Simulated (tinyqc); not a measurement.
Where in the gap a trap does harm: carrier lifetime from Shockley-Read-Hall, radiative, Auger and surface recombination. Computed by tinyqc, a small Python program. Command: `OMP_NUM_THREADS=1 python tinyqc.py 3013665 3013666 out.jsonl lifetime walk`. One thread of a shared host (Intel(R) Xeon(R) Processor @ 2.30GHz), about 0.02 s of CPU time with the checks.

Energies are counted from the top of the valence band. Boltzmann statistics, full ionisation, and equal excess densities of electrons and holes.

Inputs (values chosen for the exercise, with bands modelled on GaSb):
```
quantity,value,unit
gap E_g,0.738,eV
electron mass m_e,0.0404,m_0
valleys M_c,1,-
hole mass m_h,0.398,m_0
temperature T,300,K
doping N,7.3e+16,cm^-3
trap level E_t,0.346,eV
trap density N_t,5.8e+12,cm^-3
electron cross-section sigma_n,3.8e-16,cm^2
hole cross-section sigma_p,2e-15,cm^2
```

Doping: p-type. Surface term: two equal surfaces.

Constants: m_0 = 9.1093837015e-31 kg; k_B = 1.380649e-23 J/K; h = 6.62607015e-34 J s; k_B = 8.617333262e-05 eV/K.

Method:
- N_c = 2 M_c (2 pi m_e k_B T/h^2)^(3/2) and N_v = 2 (2 pi m_h k_B T/h^2)^(3/2), masses in units of m_0.
- n_i = sqrt(N_c N_v) exp(-E_g/2 k_B T); majority density N/2 + sqrt(N^2/4 + n_i^2), minority density n_i^2 over it.
- v = sqrt(3 k_B T/m) with m_e or m_h; tau_n0 = 1/(sigma_n v_n N_t), tau_p0 = 1/(sigma_p v_p N_t); n1 = N_c exp(-(E_g - E_t)/k_B T), p1 = N_v exp(-E_t/k_B T).
- Low injection: tau = [tau_p0 (n_0 + n1) + tau_n0 (p_0 + p1)]/(n_0 + p_0). Depleted region (n = p = 0): generation lifetime tau_g = (tau_p0 n1 + tau_n0 p1)/n_i. n1 = N_c exp(-(E_g - E_t)/k_B T), p1 = N_v exp(-E_t/k_B T).

tau_p0 = 4.65656e-06 s

n_0 = 7.03661e+06 cm^-3

N_c = 2.03772e+17 cm^-3

tau_n0 = 7.80838e-06 s

p_0 = 7.30000e+16 cm^-3

N_v = 6.30081e+18 cm^-3

n_i = 7.16710e+11 cm^-3

The same trap at other energies:
```
E_t (eV),SRH lifetime (s),generation lifetime (s)
0.044,1.3068e-04,1.2515e+01
0.111,1.7011e-05,9.3734e-01
0.184,8.3549e-06,5.5661e-02
0.258,7.8396e-06,3.1798e-03
0.332,7.8102e-06,1.8186e-04
0.369,7.8088e-06,4.4257e-05
0.406,7.8085e-06,1.3882e-05
0.480,7.8090e-06,6.1921e-05
0.554,7.8189e-06,1.0735e-03
0.627,7.9859e-06,1.8078e-02
0.694,1.0178e-05,2.4138e-01
```

What follows from these numbers?

The SRH lifetime (other channels left aside) stays within 10 % of its least value, among these rows, from E_t = 0.184 to 0.627 eV. The generation lifetime has a sharp minimum, among these rows at 0.406 eV and exactly at 0.420 eV, where tau_p0 n1 = tau_n0 p1, since generation needs two thermal jumps and the larger one rules.

Extremes, crossings and ranges named in words are read from the listed rows.
